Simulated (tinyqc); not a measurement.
Short-channel transistor, virtual-source model with series resistance: course of the iteration: current through the series resistance.

The current per gate width is the charge at the top of the source barrier (the virtual source) times its velocity times a saturation function; al and be are fitting constants of the model. Units: I in uA/um, Rs in ohm um, so I Rs = 1e-6 I Rs in volts; Q in uC/cm^2, so I = 1e-4 Q vx0 Fsat with vx0 in cm/s.

Intrinsic voltages Vg' = Vgs - I Rs, Vd' = Vds - 2 I Rs. n = n0 + nd Vd', VT = VT0 - dl Vd', Ff = 1/(1 + exp((Vg' - VT + al Vt/2)/(al Vt))), Q = Cinv n Vt ln(1 + exp((Vg' - VT + al Vt Ff)/(n Vt))), Vdsat = (vx0 L/mu)(1 - Ff) + Vt Ff, Fsat = u/(1 + u^be)^(1/be) with u = Vd'/Vdsat, and I(out) = Q vx0 Fsat per width. (Fsat takes the sign of u.) I(new) = I(out).

Stop when I changes by less than 1e-7 uA/um, or after 80 iterations.

Parameters, values chosen for the exercise: temperature T = 300 K; inversion capacitance Cinv = 1.84 uF/cm^2; velocity at the virtual source vx0 = 2.6e7 cm/s; apparent mobility mu = 340 cm^2/(V s); channel length L = 32 nm; threshold at zero drain voltage VT0 = 0.341 V; drain-induced barrier lowering dl = 0.106 V/V; subthreshold factor n0 = 1.59; growth of n with drain voltage nd = 0.05 1/V; threshold shift (in units of Vt) from weak to strong inversion al = 3.5; sharpness of saturation be = 1.8; series resistance of each contact Rs = 150 ohm um; gate voltage Vgs = 0.5 V; drain voltage Vds = 0.5 V.

Constants: q = 1.602176634e-19 C, kB = 1.380649e-23 J/K, Vt = kB T/q. Results are converted to the units shown.

I at the start = 0 uA/um

Course of the iteration:

| iteration | I (uA/um) | \|change\| (uA/um) |
|---|---|---|
| 1 | 917.036 | 917 |
| 2 | 272.300 | 645 |
| 3 | 701.029 | 429 |
| 4 | 398.683 | 302 |
| 5 | 606.133 | 207 |
| 6 | 460.366 | 146 |
| 7 | 561.377 | 101 |
| 8 | 490.618 | 70.8 |
| 9 | 539.842 | 49.2 |
| ... | ... | ... |
| 57 | 519.530 | 1.56e-6 |
| 58 | 519.530 | 1.09e-6 |
| 59 | 519.530 | 7.61e-7 |
| 60 | 519.530 | 5.31e-7 |
| 61 | 519.530 | 3.71e-7 |
| 62 | 519.530 | 2.59e-7 |
| 63 | 519.530 | 1.80e-7 |
| 64 | 519.530 | 1.26e-7 |
| 65 | 519.530 | 8.79e-8 |

Did this iteration meet its convergence test, and what does its course show?

Yes. Converged in 65 iterations. At the end each change is about 0.70 times the one before, with alternating sign: linear convergence.

Numbers from tinyqc (`OMP_NUM_THREADS=1 python tinyqc.py 2380090 2380091 out.jsonl`; about 0.01 s on one thread of a shared Intel Xeon 2.30GHz).
